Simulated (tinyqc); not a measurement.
Kinetic Monte Carlo and master equation for a particle on a ring of sites with traps and bias: one step, computed by the program tinyqc. Command: `OMP_NUM_THREADS=1 python tinyqc.py 3010485 3010486 out.jsonl kmc walk`. One thread of a shared host (Intel(R) Xeon(R) Processor @ 2.30GHz), about 0.07 s of CPU time with the checks.

6 sites on a ring, numbered 1 to 6. The saddle between i and i+1 lies at E0 + s b_i and site i at s eps_i; a force F tilts the landscape, with the saddle half-way.

Question. Rate table. Rates: k(i to i+1) = nu exp(-(E0 + s b_i - s eps_i - F a/2)/(k_B T)), k(i to i-1) = nu exp(-(E0 + s b_(i-1) - s eps_i + F a/2)/(k_B T)). Share right = k right/(k right + k left); mean stay = 1/(k right + k left).

Inputs (values chosen for the exercise, for a model defect):
```
quantity                        value         unit
reference barrier E0             0.54           eV
scale factor s of the disorder      1            -
attempt frequency nu              6.5          THz
temperature T                     400            K
site spacing a                    3.5     angstrom
force F along the ring          0.011  eV/angstrom
```

Disorder: both.

site energies eps_i (eV): -0.081  0  -0.088  0  0  0

saddle shifts b_i between sites i and i+1 (eV): 0.042  -0.041  0.039  0.018  0.027  0.012

Constants: k_B = 8.617333262e-05 eV/K.

Give: Rates, shares of right hops and mean stays.

Answer.

Rates, shares of right hops and mean stays:
```
site  k right (1/s)  k left (1/s)  share right  mean stay (s)
1         5.035e+04     3.935e+04       0.5613      1.115e-05
2         5.866e+06     1.728e+05       0.9714      1.656e-07
3         4.484e+04     1.495e+05       0.2308      5.147e-06
4         1.059e+06     1.885e+05       0.8489      8.015e-07
5         8.158e+05     3.466e+05       0.7018      8.603e-07
6         1.261e+06     2.670e+05       0.8252      6.547e-07
```

The particle stays longest on site 1, 67.3 times as long as on the quickest site.
